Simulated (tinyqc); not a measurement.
Worked calculation: spherical quantum dot. Values are carried at full precision from step to step, so a last printed digit may differ when a step is redone from the rounded ones.

With hard walls E = c (x/R)^2/mw, x a zero of j_l: 1s 3.141593; 2s 6.283185; 1p 4.493409; 2p 7.725252; 1d 5.763459; 2d 9.095011; 1f 6.987932; 2f 10.417119.

Constants: hbar^2/2m0 = 3.80998211 eV angstrom^2; e^2/(4 pi eps0) = 14.39964547 eV angstrom; Ry = 13.60569312 eV; a0 (Bohr radius) = 0.5291772105 angstrom; hc = 1239.841984 eV nm.

Inputs chosen for the exercise (near those of a GaAs dot in AlGaAs; shifted at random, so the results belong to these values and not to a real crystal):
- R = 109 angstrom (radius)
- mw = 0.0676 m0 (mass inside)
- V0 = 0.186 eV (barrier height)
- mb = 0.0861 m0 (mass outside)
- E = 0.0394 eV (trial energy)
- Eg = 1.544 eV (bulk gap)
- mh = 0.5 m0 (hole mass)
- eps = 13.6 (dielectric constant inside)
- eps_o = 3.3 (dielectric constant beyond a thin barrier shell (oxide or ligands))

## Hard-wall levels

The six lowest of these, with their orbital degeneracy; c = hbar^2/2m0.

Hard walls:
```
state  degeneracy       x  E (eV)
1s              1  3.1416  0.0468
1p              3  4.4934  0.0958
1d              5  5.7635  0.1576
2s              1  6.2832  0.1873
1f              7  6.9879  0.2316
2p              3  7.7253  0.2831
```

Shells close, with spin and per valley, at 2, 8, 18, 20 electrons; levels above about 0.3 eV are beyond a parabolic mass, and anisotropic valleys split the shells. The real barrier, V0 = 0.186 eV, lies below 3 values at the end of the list.

## The matching condition at a trial energy

A sphere of radius R, isotropic masses, c = hbar^2/2m0, k = sqrt(mw E/c), kappa = sqrt(mb (V0 - E)/c). State n l is the spherical Bessel function j_l(k r) inside and k_l(kappa r) outside; psi and psi'/m are continuous: (k/mw) j_l'(kR)/j_l(kR) = (kappa/mb) k_l'(kappa R)/k_l(kappa R). For l = 0 this reads kR cot(kR) = 1 - (mw/mb)(1 + kappa R).

Both sides for the lowest state, in the form for l = 0.

k R = 2.8820
kappa R = 6.2738
left side = -10.8491
right side = -4.7109

The left side falls with E and the right side rises; here the left is the smaller, so the level lies below the trial energy.

## Bound levels

All roots below V0 for angular numbers 0 to 3, two each at most; the last column is the ratio to the hard-wall level.

Finite barrier:
```
state  degeneracy  E (eV)     k R  E/E(hard)
1s              1  0.0331  2.6401      0.706
1p              3  0.0672  3.7640      0.702
1d              5  0.1094  4.8021      0.694
2s              1  0.1290  5.2138      0.689
1f              7  0.1580  5.7717      0.682
2p              3  0.1848  6.2407      0.653
```

6 levels of these are bound; the lowest reaches 71 % of its hard-wall value.

## Lowest optical transition

Brus estimate with the correlation term of Kayanuma, both carriers between hard walls: E = Eg + c (pi/R)^2 (1/mw + 1/mh) - 1.786 q/(eps R) - 0.248 Ry*, with q = e^2/(4 pi eps0), Ry* = Ry mu/eps^2, 1/mu = 1/mw + 1/mh, a* = a0 eps/mu, c = hbar^2/2m0. It assumes R below about a*.

Give the terms and the wavelength hc/E.

mu = 0.0595 m0
a* = 120.9 angstrom

confinement, Coulomb and correlation terms (eV): 0.0531  -0.0173  -0.0011

E = 1.5787 eV
wavelength = 785.3 nm

R/a* = 0.90: strong confinement, as the formula assumes. For the electron, hard walls give 14 meV more than the finite barrier.

## Charging energy

Two electrons in the hard-wall 1s state repel by U = 1.786 q/(eps R) + q (1/eps_o - 1/eps)/R, the second term from the polarisation of the surface; q = e^2/(4 pi eps0). The addition energies are U for the second electron and U + E(1p) - E(1s) for the third, with U taken as constant and hard-wall levels.

direct term = 17.3 meV
polarisation term = 30.3 meV

addition energies (meV): 47.7  96.6

## Checks

- Lowest level by radial finite differences against the matching condition, eV: both 0.0331.

tinyqc: `OMP_NUM_THREADS=1 python tinyqc.py 1251178 1251179 out.jsonl`; about 0.03 s, one thread, shared Intel(R) Xeon(R) Processor @ 2.30GHz.
